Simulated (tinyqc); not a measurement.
# From acoustic mobility back to temperature T

Model: mobility of a non-polar semiconductor in the relaxation-time approximation. Computed by tinyqc, a small Python program. Command: `OMP_NUM_THREADS=1 python tinyqc.py 3010922 3010923 out.jsonl rta inv`. One thread of a shared host (Intel(R) Xeon(R) Processor @ 2.30GHz), about 0.06 s of CPU time with the checks.

Each valley is treated as a sphere of mass m_d for states and rates, with one isotropic relaxation time; the conductivity mass m_c sets the current.

Inputs (values chosen for the exercise, modelled on electrons in germanium): longitudinal mass m_l = 1.57 m_0; transverse mass m_t = 0.0796 m_0; equivalent valleys Z = 4; static permittivity eps_s = 16; density rho = 5323 kg/m^3; sound velocity v_l = 5290 m/s; acoustic deformation potential D_A = 11 eV; phonon energy hbar w = 32.6 meV; optical or intervalley deformation potential D_o = 5.1 1e8 eV/cm; final valleys Z_f = 3; carrier density n = 6.7e+15 1/cm^3; compensation ratio C = 0.75; neutral impurity density N_n = 1.3e+16 1/cm^3.

Band: parabolic. Impurity formula: Conwell-Weisskopf. Further scattering: neutral impurities.

Constants: k_B = 8.617333262e-05 eV/K; m_0 = 9.1093837015e-31 kg; e = 1.602176634e-19 C; hbar = 1.054571817e-34 J s; eps_0 = 8.8541878128e-12 F/m; k_B = 1.380649e-23 J/K; hbar = 6.582119569e-16 eV s.

Method:
- m_d = (m_l m_t^2)^(1/3); 1/m_c = (1/m_l + 2/m_t)/3; Hall mass factor A = 3 K_m (K_m + 2)/(2 K_m + 1)^2, K_m = m_l/m_t; N_I = n (1 + C)/(1 - C).
- Parabolic band: E = hbar^2 k^2/(2 m), speed v = hbar k/m, states per spin, volume and energy g(E) = m k/(2 pi^2 hbar^2). Here m = m_d. Masses are multiplied by m_0 and all formulas are in SI units.
- The reduced Fermi level eta = E_F/(k_B T) solves n = 2 Z int g f dE with f = 1/(1 + exp(x - eta)) (Z = 1 unless valleys are given); screening length L_s = sqrt(eps_s eps_0 k_B T/(e^2 dn/deta)), dn/deta = 2 Z int g f (1 - f) dE.
- Integrals over x = E/(k_B T) use 160 Gauss-Legendre points in u = sqrt(x) from 0 to sqrt(max(eta, 0) + 32).
- Phonon occupation N_q = 1/(exp(hbar w/(k_B T)) - 1).
- Acoustic deformation potential (elastic, equipartition, absorption and emission together): 1/tau = 2 pi k_B T D_A^2 g(E)/(hbar rho v_l^2).
- Optical or intervalley deformation potential: 1/tau = (pi Z_f D_o^2/(rho w)) [N_q g(E + hbar w) + (N_q + 1) g(E - hbar w)], with g = 0 below the band edge.
- Each optical term is multiplied by (1 - f(E'))/(1 - f(E)), E' the final energy, for Pauli blocking.
- Singly charged impurities, momentum relaxation: 1/tau = N_I e^4 m (1 + 2 alpha E) Phi/(8 pi (eps_s eps_0)^2 hbar^3 k^3), with alpha = 0 for a parabolic band.
- Conwell-Weisskopf: Phi = ln(1 + y^2), y = 4 pi eps_s eps_0 E N_I^(-1/3)/e^2 (largest impact parameter N_I^(-1/3)/2).
- Neutral impurities (Erginsoy): 1/tau = 20 N_n a_B hbar/m, a_B = 4 pi eps_s eps_0 hbar^2/(m e^2).
- mu = (m_d/m_c) (2 Z e/(3 n k_B T)) int g v^2 tau f (1 - f) dE.
- Averages over x are split at the emission threshold x_0 = hbar w/(k_B T): 64 Gauss-Legendre points in sqrt(x) below it and 128 in sqrt(x - x_0) above it, up to x = max(eta, 0) + 32.

Question. A run gave the result below. Find the temperature T, known to lie between 210 and 470 K.

acoustic mobility = 5567.777 cm^2/(V s)

Answer.

Each step takes the trial c = (a f_b - b f_a)/(f_b - f_a), f being the result less the target and a, b, c the logarithms of the listed values; c replaces end b, the old b replaces a if the sign of f changed, and otherwise f_a is halved.

Scan of the range:
```
temperature T (K)  acoustic mobility (cm^2/(V s))
210                                       11056.8
240                                        9050.2
275                                        7378.8
314                                        6047.8
359                                        4947.2
411                                        4038.7
470                                        3302.7
```

False position (Illinois rule, in the logarithm of the input) inside the bracket:
```
step    end a    end b    trial  acoustic mobility (cm^2/(V s))
1     314.000  359.000  332.888                         5540.50
2     314.000  332.888  330.910                         5590.26
3     332.888  330.910  331.802                         5567.72
4     330.910  331.802  331.800                         5567.78
5     330.910  331.800  331.800                         5567.78
6     331.800  331.800  331.800                         5567.78
```

Acoustic mobility falls at every point of a 13-point scan of the range (every second point is shown), so one value fits; it is bracketed by 314 and 359. Answer: temperature T = 331.8 K.
